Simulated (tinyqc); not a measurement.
Gain of the pnp from the holding current.

Problem. On state with both base-emitter voltages at Von: npn base current Ib = (Von/Rs + bp Von/Rw)/(bn bp - 1), holding current Ih = (bn + 1) Ib + Von/Rs. Find bp.

Values chosen for this exercise: current gain of the npn bn = 13.8; substrate resistance shunting the npn Rs = 990 ohm; well resistance shunting the pnp Rw = 660 ohm; base-emitter voltage in the on state Von = 0.73 V.

Ih = 2.9830706 mA

Solution. Ih gives Ib, and Ib (bn bp - 1) = Von/Rs + bp Von/Rw is linear in bp.

bp = 0.900

Program tinyqc, `OMP_NUM_THREADS=1 python tinyqc.py 2670137 2670138 out.jsonl`; Intel Xeon 2.30GHz, shared host, one thread, about 0.08 s.
